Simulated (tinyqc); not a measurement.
Switching field against angle and time: single-domain magnet: Stoner-Wohlfarth switching, Neel-Arrhenius retention, LLG dynamics and spin torque. Computed by tinyqc, a small Python program. Command: `OMP_NUM_THREADS=1 python tinyqc.py 3027097 3027098 out.jsonl macro walk`. One thread of a shared host (Intel(R) Xeon(R) Processor @ 2.30GHz), about 0.2 s of CPU time with the checks.

The moment is uniform, with unit vector m; z is the easy axis. mu_0 = 1.25663706212e-6 T m/A, gamma = 1.76085963023e11 rad/(s T).

Inputs (values chosen for the exercise, for a model magnet):
```
quantity                      value    unit
saturation magnetisation M_s   1140    kA/m
diameter d                       45      nm
thickness t                     1.9      nm
interface anisotropy K_i       2.19  mJ/m^2
bulk anisotropy K_u              29  kJ/m^3
exchange stiffness A             23    pJ/m
temperature T                   300       K
attempt frequency f0              2     GHz
waiting time t_w                  1       s
```

Shape: thin disc, easy axis normal to it.

Constants: k_B = 1.380649e-23 J/K.

Method:
- The disc is treated as an oblate spheroid with p = t/d: N_z = [1 - p arccos(p)/sqrt(1 - p^2)]/(1 - p^2); V = pi d^2 t/4; K_eff = K_u + K_i/t + K_shape, K_shape = -(mu_0 M_s^2/4)(3 N_z - 1); mu_0 H_K = 2 K_eff/M_s.
- Delta = K_eff V/(k_B T); tau = exp(Delta)/f0; probability of a flip within t_w: P = 1 - exp(-t_w/tau). Wall width parameter sqrt(A/K_eff); a two-domain state costs 4 sqrt(A K_eff) times the cross-section that the wall cuts (d t).
- Energy over K_eff V: e(theta) = sin^2(theta) + 2 h cos(theta - psi) for m at the angle theta from +z and a field that points at psi from -z (it pulls m away from +z towards negative theta); h_sw = (cos^(2/3) psi + sin^(2/3) psi)^(-3/2).
- Switching field at T: the h at which the exact barrier equals ln(f0 t_w/ln 2) k_B T (0 if the zero-field barrier is lower). Sharrock form: h_sw [1 - (ln(f0 t_w/ln 2)/Delta)^(1/n)], n = 0.86 + 1.14 h_sw.

stability factor Delta = 322.573

Fields over H_K:
```
psi (degrees)  h_sw at T = 0  thermal, exact barrier  thermal, Sharrock form
1                    0.90707                 0.70978                 0.68847
10                   0.67381                 0.55754                 0.54510
20                   0.57365                 0.48005                 0.47693
30                   0.52402                 0.44038                 0.44157
45                   0.50000                 0.42096                 0.42407
60                   0.52402                 0.44038                 0.44157
75                   0.61466                 0.51225                 0.50535
89                   0.90707                 0.70978                 0.68847
```

What does the comparison show, and why?

At T = 0 the field is least at 45 degrees, H_K/2, and symmetric about it. Thermal help lowers it to 78 % at 1 degree and 84 % at 45 degrees; the Sharrock form misses the exact barrier by at most about 0.021 H_K, at psi = 1 (and its mirror angle). Caution: a flat cylinder has a smaller N_z than the spheroid of the same t/d, so K_eff of a real disc is larger. Caution: a domain wall can cross the element at lower cost, so the single-domain barrier is an upper bound.

Extremes, crossings and ranges named in words are read from the listed rows.
